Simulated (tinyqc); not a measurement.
Polarisation charge from two barrier thicknesses.

Problem. Voff = phiB - dEc - q sigma d/(eps0 eb). Find sigma, phiB - dEc and the thickness at which Voff = 0.

Constants: q = 1.602176634e-19 C, eps0 = 8.8541878128e-14 F/cm where lengths are in cm. Results are converted to the units shown.

Voff at d = 17 and 28 nm (V): -5.3257259  -9.2205191
eb = 9.1581000

Answer. Voff is a straight line in d: its slope is -q sigma/(eps0 eb) and its intercept phiB - dEc.

sigma = 1.792e13 cm^-2
phiB - dEc = 0.6935 V
thickness for Voff = 0 = 1.959 nm

Program tinyqc, `OMP_NUM_THREADS=1 python tinyqc.py 2180099 2180100 out.jsonl`; Intel Xeon 2.30GHz, shared host, one thread, about 0.01 s.
